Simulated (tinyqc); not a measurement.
Self-consistent Fermi level with native defects, at growth and after a quench: one step, computed by the program tinyqc.

Energies are counted from the top of the valence band (VBM); when the gap shrinks with temperature the conduction band moves and the levels stay. The added dopant is taken as fully ionised. D and A draw on one reservoir with opposite signs, as the two vacancies of a compound do.

Task: Formation energies at E_F = 0. E_f(D, 0) = input + s and E_f(A, 0) = input - s; E_f(q, E_F = 0) follows from the levels, eps(q/q-1) = E_f(q - 1) - E_f(q) at E_F = 0.

Inputs (values chosen for the exercise, for a model semiconductor): E_f of the neutral native donor D = 2.053 eV; E_f of the neutral native acceptor A = 6.054 eV; shift s of the chemical potential = -0.0011 eV.

Added shallow dopant: donor.

levels of D above the VBM, most positive state first (eV): 1.9  1.98

levels of A above the VBM, (0/-1) first (eV): 0.234  0.885  0.962

Give: E_f(q, E_F = 0).

Result:

E_f(q, E_F = 0) (eV): D(+2) -1.8281, D(+1) 0.0719, D(0) 2.0519, A(0) 6.0551, A(-1) 6.2891, A(-2) 7.1741, A(-3) 8.1361
